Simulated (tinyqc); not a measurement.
# MOS capacitor on an n-type substrate, surface potential from the exact charge relation: what changes with what

Uniform n-type substrate, Boltzmann statistics, full ionisation, classical densities. psi is the surface potential against the body (positive when the bands bend down) and u = -psi/Vt. Traps are spread evenly over the gap and neutral at flat band, so their charge is -q Dit psi; the minority quasi-Fermi level is shifted by Vb.

Parameters, values chosen for the exercise; band and dielectric values close to those of gallium arsenide: temperature T = 400 K; band gap Eg = 1.45 eV; relative permittivity eps_r = 13; conduction-band density of states at T Nc = 6.88e17 cm^-3; valence-band density of states at T Nv = 1.37e19 cm^-3; electron affinity chi = 4.01 eV; donor density of the substrate N = 3.9e15 cm^-3; relative permittivity of the gate insulator (close to silicon dioxide) eox = 3.9; insulator thickness tox = 3.7 nm; gate work function phiM = 4.76 eV; fixed charge at the interface, in units of q Nf = -1.6e11 cm^-2; density of interface traps Dit = 0 cm^-2 eV^-1; reverse bias of the inversion layer against the body Vb = 1.7 V.

Constants: q = 1.602176634e-19 C, kB = 1.380649e-23 J/K, Vt = kB T/q, eps0 = 8.8541878128e-14 F/cm where lengths are in cm. Results are converted to the units shown.

Each table varies one quantity; the others keep the values above.

## Capacitance-voltage curves

ni = sqrt(Nc Nv) exp(-Eg/(2 Vt)), Eg in volts; phiF = Vt ln(N/ni); Cox = eps0 eox/tox; Vfb = phiM - chi - Vt ln(Nc/N) - q Nf/Cox; Q0 = sqrt(2 eps0 eps_r q N Vt); r = (ni/N)^2 exp(-Vb/Vt); VT = Vfb - [(2 phiF + Vb)(1 + q Dit/Cox) + sqrt(2 eps0 eps_r q N (2 phiF + Vb))/Cox]. u = -psi/Vt; F^2 = exp(-u) + u - 1 + r (exp(u) - u - 1); Qs = +sign(u) Q0 F; Cs = -dQs/dpsi = (Q0/Vt) |1 - exp(-u) + r (exp(u) - 1)|/(2 F). psi solves Vg = Vfb + psi + (q Dit psi - Qs)/Cox. Low frequency: 1/C_LF = 1/Cox + 1/(Cs + q Dit). High frequency, in the simple estimate in which traps and minority carriers do not follow: 1/C_HF = 1/Cox + 1/Cd, Cd being Cs with r = 0 at the same psi. Deep depletion: r = 0 and Dit = 0 both in the equation for psi and in Cs. Minority sheet density N_inv = (Q0/(2 q)) int_0^u r (exp(t) - 1)/F(t) dt for u > 0. N_inv under 1 cm^-2 is printed as 0. Regimes: accumulation when majority carriers gather, then depletion up to |psi| = phiF + Vb, weak inversion up to 2 phiF + Vb, strong inversion beyond.

Result of one run:

| Vg (V) | psi (V) | C_LF/Cox | C_HF/Cox | C_deep/Cox | N_inv (cm^-2) | regime |
|---|---|---|---|---|---|---|
| -3.24 | -3.014 | 0.9224 | 0.01164 | 0.01042 | 4.409e12 | strong inversion |

What becomes of these results when the gate voltage against the body Vg is changed from -3.24 to -1.77 V, all else the same?

Result of the changed run:

| Vg (V) | psi (V) | C_LF/Cox | C_HF/Cox | C_deep/Cox | N_inv (cm^-2) | regime |
|---|---|---|---|---|---|---|
| -1.77 | -2.308 | 0.01330 | 0.01330 | 0.01330 | 4.147e4 | weak inversion |

The whole series:

| Vg (V) | psi (V) | C_LF/Cox | C_HF/Cox | C_deep/Cox | N_inv (cm^-2) | regime |
|---|---|---|---|---|---|---|
| 1.16 | 0.2553 | 0.8166 | 0.8166 | 0.8166 | 0 | accumulation |
| 0.67 | 0.05834 | 0.2267 | 0.2267 | 0.2267 | 0 | accumulation |
| 0.18 | -0.3948 | 0.03274 | 0.03274 | 0.03274 | 0 | depletion |
| -0.31 | -0.8720 | 0.02172 | 0.02172 | 0.02172 | 0 | depletion |
| -0.8 | -1.353 | 0.01739 | 0.01739 | 0.01739 | 0 | depletion |
| -1.29 | -1.835 | 0.01492 | 0.01492 | 0.01492 | 0 | depletion |
| -1.77 | -2.308 | 0.01330 | 0.01330 | 0.01330 | 4.147e4 | weak inversion |
| -2.26 | -2.785 | 0.1582 | 0.01210 | 0.01209 | 3.732e10 | strong inversion |
| -2.75 | -2.961 | 0.8451 | 0.01174 | 0.01116 | 1.863e12 | strong inversion |
| -3.24 | -3.014 | 0.9224 | 0.01164 | 0.01042 | 4.409e12 | strong inversion |

C_LF/Cox is lowest, 0.0133, at Vg = -1.77 V (weak inversion) among the rows listed and is 0.922 in the last row, where C_HF/Cox is 0.0116 and the deep-depletion value 0.0104. Vfb = 0.599 V, where C_HF/Cox = 0.134 (Cox in series with eps0 eps_r/LD), and VT = -2.16 V. Over the last two rows psi moves by only 0.11 V a volt of gate bias, since the inversion charge screens the body. In strong accumulation and inversion degeneracy and confinement, left out here, lower the capacitance.

## Effect of the donor density of the substrate on threshold and swing

ni = sqrt(Nc Nv) exp(-Eg/(2 Vt)), Eg in volts; phiF = Vt ln(N/ni); Cox = eps0 eox/tox; Vfb = phiM - chi - Vt ln(Nc/N) - q Nf/Cox; VT = Vfb - [(2 phiF + Vb)(1 + q Dit/Cox) + sqrt(2 eps0 eps_r q N (2 phiF + Vb))/Cox]. gamma = sqrt(2 eps0 eps_r q N)/Cox; Wm = sqrt(2 eps0 eps_r (2 phiF + Vb)/(q N)); m = 1 + (eps0 eps_r/Wm + q Dit)/Cox; swing m Vt ln 10; Cmin/Cox = 1/(1 + Cox Wm/(eps0 eps_r)).

Effect of the donor density of the substrate on threshold and swing:

| N (cm^-3) | Vfb (V) | 2 phiF (V) | gamma (V^0.5) | VT (V) | Wm (nm) | m | swing (mV/decade) | Cmin/Cox |
|---|---|---|---|---|---|---|---|---|
| 1e15 | 0.5523 | 0.8965 | 0.02058 | -2.077 | 1932 | 1.006 | 79.88 | 0.006345 |
| 2e15 | 0.5761 | 0.9442 | 0.02910 | -2.115 | 1378 | 1.009 | 80.08 | 0.008869 |
| 4.1e15 | 0.6009 | 0.9937 | 0.04167 | -2.161 | 971.6 | 1.013 | 80.38 | 0.01253 |
| 8.3e15 | 0.6252 | 1.042 | 0.05928 | -2.215 | 689.0 | 1.018 | 80.79 | 0.01759 |
| 1.7e16 | 0.6499 | 1.092 | 0.08485 | -2.284 | 485.8 | 1.025 | 81.38 | 0.02476 |
| 3.4e16 | 0.6738 | 1.140 | 0.1200 | -2.368 | 346.4 | 1.036 | 82.19 | 0.03438 |
| 6.8e16 | 0.6977 | 1.187 | 0.1697 | -2.478 | 247.0 | 1.050 | 83.33 | 0.04756 |
| 1.4e17 | 0.7226 | 1.237 | 0.2435 | -2.632 | 173.6 | 1.071 | 85.01 | 0.06632 |

As N goes from 1e15 to 1.4e17, VT falls from -2.08 to -2.63 V, the swing rises from 79.9 to 85.0 mV/decade and Cmin/Cox rises from 0.00634 to 0.0663. Of the change of VT by -0.554 V, 0.170 V comes from Vfb and -0.725 V from the band bending and the charge it takes. gamma goes as N^(0.50) and Wm as N^(-0.49); phiF, which grows slowly with N, keeps the latter from -1/2.

tinyqc, about 0.01 s, one thread, Intel Xeon 2.30GHz (shared host): `OMP_NUM_THREADS=1 python tinyqc.py 2060015 2060016 out.jsonl`
